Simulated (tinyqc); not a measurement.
Worked calculation: coherent transport through a tight-binding region between two chains. One step of it, computed by the program tinyqc.

Problem. Transmission at E = -0.3 eV. Surface Green function g = (E - i sqrt(4 t^2 - E^2)) / (2 t^2); self-energy tc^2 g on each contact site; G = (E - H - Sigma)^(-1); Gamma = -2 Im Sigma; T = Gamma_L Gamma_R |G_LR|^2; local density of states -Im G_ii / pi.

H of the central region (eV):
$$\begin{pmatrix}
0.000000 & -0.370000 & 0.000000 & 0.000000 & 0.000000 \\
-0.370000 & 0.360000 & -0.440000 & 0.000000 & 0.000000 \\
0.000000 & -0.440000 & 0.360000 & -1.280000 & 0.000000 \\
0.000000 & 0.000000 & -1.280000 & 0.360000 & -1.610000 \\
0.000000 & 0.000000 & 0.000000 & -1.610000 & 0.000000
\end{pmatrix}$$

Leads: semi-infinite chains with site energy 0:
```
parameter                           value
lead hopping t (eV)              2.330000
coupling to the left lead (eV)   1.020000
coupling to the right lead (eV)  0.680000
left contact site                       1
right contact site                      5
```

E = -0.300000 eV

Give: g; G; local density of states; transmission.

Solution.

g = -0.028-0.428i 1/eV

G (1/eV):
$$\begin{pmatrix}
0.173-2.102i & 0.298-1.749i & 0.301-0.856i & 0.053+0.160i & -0.218+0.746i \\
0.298-1.749i & -1.889-1.641i & -0.810-0.990i & 0.231+0.053i & 0.739+0.809i \\
0.301-0.856i & -0.810-0.990i & -1.469-0.765i & 0.303-0.054i & 1.292+0.586i \\
0.053+0.160i & 0.231+0.053i & 0.303-0.054i & 0.076-0.046i & 0.412+0.024i \\
-0.218+0.746i & 0.739+0.809i & 1.292+0.586i & 0.412+0.024i & -0.858-0.456i
\end{pmatrix}$$

local density of states (1/eV): [0.669, 0.522, 0.244, 0.015, 0.145]

transmission = 0.213
